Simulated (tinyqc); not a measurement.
Worked calculation: bond unit of a tetrahedral oxide and its oxygen vacancy in tight binding. Values are carried at full precision from step to step, so a last printed digit may differ when a step is redone from the rounded ones.

Two sp3 hybrids h1, h2 at eh = (es + 3 ep)/4 point at one oxygen with orbitals s, px, py, pz; x joins the two cations, z bisects the angle phi, and th = (180 - phi)/2. With u = hbar^2/(m d^2) = 2c/d^2, c = hbar^2/2m0: Vhs = -(1.32 + sqrt3 x 1.42) u/2 and Vhp = (1.42 + sqrt3 x 2.22) u/2. <h|s> = Vhs for both; <h1|px> = Vhp cos(th), <h2|px> = -Vhp cos(th); <h|pz> = Vhp sin(th) for both; py is a lone pair. The unit holds 8 electrons. Coupling between units, which widens the levels into bands, is left out.

Constants: hbar^2/2m0 = 3.80998211 eV angstrom^2.

Parameters, chosen for this exercise (near tabulated values for SiO2; the results hold for these values, not for the real material):
- es = -14.74 eV (s level of the cation)
- ep = -7.63 eV (p level of the cation)
- eos = -33.43 eV (s level of oxygen)
- eop = -16.51 eV (p level of oxygen)
- d = 1.63 angstrom (cation-oxygen distance)
- phi = 168 degrees (bond angle at oxygen)
- R = 2.92 angstrom (cation-cation distance across the vacancy)

## Level and couplings

Form eh, u, Vhs, Vhp and th.

eh (hybrid level) = -9.4075 eV
u = 2.8680 eV

Vhs, Vhp (eV): -5.4198  7.5502

th = 6.0 degrees

## The matrix

Fill it in.

H (eV), lower triangle:
```
         h1       h2         s        px        py        pz
h1  -9.4075
h2        0  -9.4075
s   -5.4198  -5.4198  -33.4300
px   7.5088  -7.5088         0  -16.5100
py        0        0         0         0  -16.5100
pz   0.7892   0.7892         0         0         0  -16.5100
```

## Levels, weights and charge

Diagonalise; the four lowest levels are filled. The excess of electrons on oxygen is twice the oxygen weight of the filled levels less 6.

levels (eV): -35.6723  -24.1559  -16.6263  -16.5100  -7.0489  -1.7616

weights:
```
    level 1  level 2  level 3  level 4  level 5  level 6
h1    0.039    0.171    0.005    0.000    0.455    0.329
h2    0.039    0.171    0.005    0.000    0.455    0.329
s     0.921    0.000    0.002    0.000    0.077    0.000
px    0.000    0.659    0.000    0.000    0.000    0.341
py    0.000    0.000    0.000    1.000    0.000    0.000
pz    0.000    0.000    0.987    0.000    0.013    0.000
```

highest filled to lowest empty = 9.4611 eV
excess electrons on oxygen = 1.138

The highest filled level is the py orbital of oxygen (100 %) and the lowest empty one is 91 % cation hybrid, even under exchange of the two cations. The spacing is that of an isolated unit and exceeds the gap of the solid.

## The odd block in closed form

The combination (h1 - h2)/sqrt2 couples to px alone, with W2 = sqrt2 Vhp cos(th); W3 = (eh - eop)/2; levels (eh + eop)/2 -/+ sqrt(W2^2 + W3^2); polarity W3/sqrt(W2^2 + W3^2).

W2, W3 (eV): 10.6191  3.5513

levels of the odd block (eV): -24.1559  -1.7616

polarity = 0.3172

## The neutral oxygen vacancy

Without the oxygen the two hybrids face each other at distance R and couple by -V2, V2 = 3.22 x 2c/R^2, c = hbar^2/2m0: a bond at eh - V2 with two electrons and an antibond at eh + V2. Levels are measured from eop, the lone-pair level that stands for the top of the valence band.

Form V2 and the two levels above eop. R is a chosen distance; in real silica the neutral vacancy relaxes to about 2.5 angstrom.

V2 = 2.8777 eV

levels above eop (eV): bond 4.2248, lone hybrid 7.1025, antibond 9.9802

bond-antibond splitting = 5.7554 eV

The filled bond lies 4.22 eV above the lone pairs, so it can trap a hole; the antibond lies above the lowest empty level of the intact unit (9.46 eV). A lone hybrid, as in a dangling bond, sits at 7.10 eV.

## Checks

- Levels of the odd block against the full matrix: they agree to 1e-10 or better.

Program tinyqc; command `OMP_NUM_THREADS=1 python tinyqc.py 1480903 1480904 out.jsonl`; about 0.01 s on one thread of a shared Intel(R) Xeon(R) Processor @ 2.30GHz.
